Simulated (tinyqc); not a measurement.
MP2 on RHF in the 6-31g basis, for H-, spin multiplicity 1, step by step. The basis has no diffuse functions, so it cannot describe the extra electron: this is an exercise in the method, not the real anion. One step of it, computed by the program tinyqc.

Problem. Second-order Moller-Plesset energy. E2 = sum_ijab (ia|jb) [2 (ia|jb) - (ib|ja)] / (e_i + e_j - e_a - e_b) over occupied i, j and virtual a, b; the opposite-spin part is (ia|jb)^2 / denominator, the rest is same-spin, and SCS-MP2 scales them by 6/5 and 1/3.

orbital energies (hartree): MO1 0.055212, MO2 1.486923

Two-electron integrals over orbitals (pq|rs), unique and non-zero (hartree):
```
(11|11) 0.532867   (21|11) 0.138978   (21|21) 0.136050   (22|11) 0.591309
(22|21) 0.243852   (22|22) 0.778941
```

Hartree-Fock energy = -0.42244193 hartree

Give: Terms; Pair energies; MP2 correlation energy; SCS-MP2 correlation energy; MP2 total energy.

Solution.

Terms:
```
i  j  a  b  (ia|jb)  (ib|ja)  denominator     term
1  1  2  2   0.1361   0.1361      -2.8634  -0.0065
```

Pair energies (hartree; pair i-j sums ij and ji):
```
pair  opposite spin  same spin
1-1         -0.0065     0.0000
```

MP2 correlation energy = -0.006464 hartree

SCS-MP2 correlation energy = -0.007757 hartree

MP2 total energy = -0.428906 hartree
